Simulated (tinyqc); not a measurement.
Fermi-level pinning at a metal contact (Cowley-Sze model): one step of the calculation.

Interface states of density Ds lie behind a thin layer of thickness dl. Neglecting the depletion charge, the barrier for electrons is phi = S (pM - chi) + (1 - S) E0 with S = 1/(1 + q Ds dl/(eps0 ei)); the barrier for holes is Eg - phi.

Question. Barrier. Also the charge in the states, Ds (phi - E0), and the drop across the layer, pM - chi - phi.

Inputs (values chosen for the exercise); material values close to those of silicon:
- Eg = 1.11 eV (band gap)
- chi = 4.03 eV (electron affinity)
- Ds = 3.6e12 cm^-2 eV^-1 (density of interface states)
- E0 = 0.83 eV (depth of their neutrality level below the conduction edge)
- dl = 0.39 nm (thickness of the interface layer)
- ei = 3.3 (its relative permittivity)
- pM = 4.23 eV (metal work function)

Constants: q = 1.602176634e-19 C, eps0 = 8.8541878128e-14 F/cm where lengths are in cm. Results are converted to the units shown.

Give: S; phi; barrier for holes; charge in the states; drop across the layer.

Answer.

S = 0.92852
phi = 0.24503 eV
barrier for holes = 0.86497 eV
charge in the states = -2.1059e12 cm^-2
drop across the layer = -0.045034 V

Numbers from tinyqc (`OMP_NUM_THREADS=1 python tinyqc.py 2430118 2430119 out.jsonl`; about 0.01 s on one thread of a shared Intel Xeon 2.30GHz).
